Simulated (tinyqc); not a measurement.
Solubility, supersaturation, precipitation and gettering of an impurity in a silicon-like host: one step, computed by the program tinyqc. Command: `OMP_NUM_THREADS=1 python tinyqc.py 3003310 3003311 out.jsonl ripen walk`. One thread of a shared host (Intel(R) Xeon(R) Processor @ 2.30GHz), about 0.01 s of CPU time with the checks.

The wafer was saturated at T1 and is then held at T.

Task: Ham's law for sinks of fixed radius. tau0 = 1/(4 pi n r0 D); C_fixed(t) = C_eq + (C0 - C_eq) exp(-t/tau0). If all excess precipitates, the final radius is r_f = [r0^3 + 3 (C0 - C_eq)/(4 pi n C_p)]^(1/3), with tau_f = 1/(4 pi n r_f D).

Inputs (values chosen for the exercise, for a model impurity):

| quantity | value | unit |
|---|---|---|
| temperature of saturation T1 | 1425 | K |
| anneal temperature T | 1132 | K |
| sink density n | 2.1e+11 | 1/cm^3 |
| initial sink radius r0 | 5.4 | nm |
| impurity density in the precipitate C_p | 2.9e+22 | 1/cm^3 |
| anneal time t | 5 | s |

D(T) = 1.182051e-07 cm^2/s

C_eq(T) = 3.694571e+13 1/cm^3

C0 = 7.029848e+15 1/cm^3

Give: tau0; C_fixed(t); final radius r_f; tau_f.

Result:

tau0 = 5.937 s

C_fixed(t) = 3.049e+15 1/cm^3

final radius r_f = 7.557 nm

tau_f = 4.242 s

The sinks grow 1.4 times, so the fixed radius underrates the later rate. Caution: the barrier to homogeneous nucleation is below 35 k_B T for these inputs, so new precipitates would form and outnumber the fixed sinks assumed here.
